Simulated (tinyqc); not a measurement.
Inside a calculation. Method: tight binding, kagome lattice. One step of it, computed by the program tinyqc.

Task: Levels at k. Diagonalise the Hermitian matrix.

H(k) at k (eV), order A, B, C:
$$\begin{pmatrix}
0.000000 & -3.804229+0.250666i & -3.629654+0.851559i \\
-3.804229-0.250666i & 0.000000 & -3.722113+0.618034i \\
-3.629654-0.851559i & -3.722113-0.618034i & 0.490000
\end{pmatrix}$$

Give: eigenvalues; weights |c|^2 of the basis functions.

Result:

eigenvalues (eV): [-7.385, 3.810, 4.065]

weights |c|^2 of the basis functions, order A, B, C:
$$\begin{pmatrix}
0.343 & 0.555 & 0.102 \\
0.345 & 0.438 & 0.217 \\
0.312 & 0.007 & 0.681
\end{pmatrix}$$
